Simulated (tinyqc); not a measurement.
# Gate sheet resistance from two finger widths

Inverse problem. At low frequency R = Rsh Wf/(3 L) + B/Wf, where B collects the channel and vertical terms. Find Rsh, B and the width of lowest R.

Parameters, values chosen for the exercise: channel length L = 1.6 um.

input resistance of single fingers, contacted at one end, of width 1.8 and 5.3 um (ohm): [29.645833, 13.487225]

Answer. R Wf is a straight line in Wf^2; the minimum of R lies where both terms are equal.

Rsh = 3.50 ohm/square
B = 51.0 ohm um
width of lowest R = 8.36 um

tinyqc, about 0.01 s, one thread, Intel Xeon 2.30GHz (shared host): `OMP_NUM_THREADS=1 python tinyqc.py 2262192 2262193 out.jsonl`
